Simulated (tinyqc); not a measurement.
Two-valley model of the transferred-electron effect. From peak-to-valley ratio back to satellite-valley mobility mu2. Computed by tinyqc, a small Python program. Command: `OMP_NUM_THREADS=1 python tinyqc.py 3022454 3022455 out.jsonl gunn inv`. One thread of a shared host (Intel(R) Xeon(R) Processor @ 2.30GHz), about 0.03 s of CPU time with the checks.

Both kinds of valley share one electron temperature T_e, and each has a constant mobility.

Inputs (values chosen for the exercise, modelled on In0.53Ga0.47As):
```
quantity                      value        unit
central-valley mass m1        0.042         m_0
satellite-valley mass m2       0.25         m_0
satellite valleys Z               4           -
valley separation dE           0.56          eV
central-valley mobility mu1   10000  cm^2/(V s)
energy relaxation time tau_E    1.4          ps
lattice temperature T           200           K
```

Solver: bisection.

Constants: k_B = 8.617333262e-05 eV/K.

Method. Density-of-states ratio R = Z (m2/m1)^(3/2); n2/n1 = R exp(-dE/(k_B T_e)); mean mobility mu = (mu1 + mu2 n2/n1)/(1 + n2/n1); energy balance e mu F^2 = (3/2) k_B (T_e - T)/tau_E; v = mu F. Using T_e as the parameter, F(T_e) = sqrt(3 k_B (T_e - T)/(2 e mu tau_E)) and v = mu F; find the first maximum and the next minimum of v, and the most negative dv/dF between them.

Problem. A run gave the result below. Find the satellite-valley mobility mu2, known to lie between 200 and 320 cm^2/(V s).

peak-to-valley ratio = 1.433403

Solution.

Each step takes the trial c = (a f_b - b f_a)/(f_b - f_a), f being the result less the target and a, b, c the logarithms of the listed values; c replaces end b, the old b replaces a if the sign of f changed, and otherwise f_a is halved.

Scan of the range:
```
satellite-valley mobility mu2 (cm^2/(V s))  peak-to-valley ratio
200                                                      1.46564
216                                                      1.45378
234                                                      1.44104
253                                                      1.42821
274                                                      1.41473
296                                                      1.40132
320                                                      1.38745
```

False position (Illinois rule, in the logarithm of the input) inside the bracket:
```
step    end a    end b    trial  peak-to-valley ratio
1     234.000  253.000  245.132               1.43345
2     253.000  245.132  245.199               1.43340
3     253.000  245.199  245.200               1.43340
4     245.199  245.200  245.200               1.43340
```

Peak-to-valley ratio falls at every point of a 13-point scan of the range (every second point is shown), so one value fits; it is bracketed by 234 and 253. Answer: satellite-valley mobility mu2 = 245.2 cm^2/(V s).
